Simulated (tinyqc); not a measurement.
# Which input was changed?

Model: straight dislocations in isotropic elasticity: fields, energies, partials, Peierls stress and walls. Computed by tinyqc, a small Python program. Command: `OMP_NUM_THREADS=1 python tinyqc.py 3013360 3013361 out.jsonl disloc which`. One thread of a shared host (Intel(R) Xeon(R) Processor @ 2.30GHz), about 0.03 s of CPU time with the checks.

The line runs along z, the glide plane is y = 0, and beta is the angle between b and the line (0 screw, 90 degrees edge): b_e = b sin(beta) along +x with the extra half plane at y > 0, b_s = b cos(beta). Stress is positive in tension.

Inputs (values chosen for the exercise, modelled on silver):
```
quantity                       value      unit
shear modulus G                 30.5       GPa
Poisson ratio nu                0.36         -
Burgers vector b               2.889  angstrom
stacking-fault energy gamma     18.1    mJ/m^2
dislocation density rho      2.2e+13     1/m^2
core radius r0/b                 1.5         -
tilt angle theta                 1.7   degrees
source length l                  810        nm
```

Character: screw.

Method:
- Shockley partials have b_p = b/sqrt(3) at the angles beta -/+ 30 degrees; their repulsion balances the fault at d = G b_p^2/(8 pi gamma) (2 - nu)/(1 - nu) [1 - 2 nu cos(2 beta)/(2 - nu)].
- Frank-Read source, averaged over the loop: tau = G b/(2 pi l) [(1 - nu/2)/(1 - nu)] ln(l/r0). Taylor hardening: tau = 0.3 G b sqrt(rho).
- A symmetric tilt wall of edge dislocations has the spacing h = b/(2 sin(theta/2)); Read-Shockley: gamma_b = E0 theta (A - ln theta), E0 = G b/(4 pi (1 - nu)), A = 1 + ln(b/(2 pi r0)), theta in radians.

Task: One of these inputs alone was changed, within the range given: shear modulus G (15.25 to 61); Poisson ratio nu (0.18 to 0.46); stacking-fault energy gamma (9.05 to 36.2); source length l (405 to 1620). Which one, and to what value?

Results:
```
run     Frank-Read stress (MPa)  splitting width d (nm)  boundary energy (mJ/m^2)
before                 16.71084                2.681409                  73.93044
after                  21.38474                2.681409                  73.93044
```

Result:

Each candidate set to reproduce Frank-Read stress, and what it then gives:
```
candidate                             range searched  value needed  splitting width d (nm)  boundary energy (mJ/m^2)
shear modulus G (GPa)                    15.25 to 61         39.03                  3.4314                    94.608
Poisson ratio nu                        0.18 to 0.46  out of reach                       -                         -
stacking-fault energy gamma (mJ/m^2)    9.05 to 36.2     no effect                       -                         -
source length l (nm)                     405 to 1620         609.0                  2.6814                    73.930
```

Only source length l fits every result: it went from 810 to 609 nm. The next best candidate, shear modulus G, misses one result by 28 %.

Caution: the source is longer than the mean dislocation spacing 1/sqrt(rho), so the forest would pin it into shorter segments and its stress is only formal.
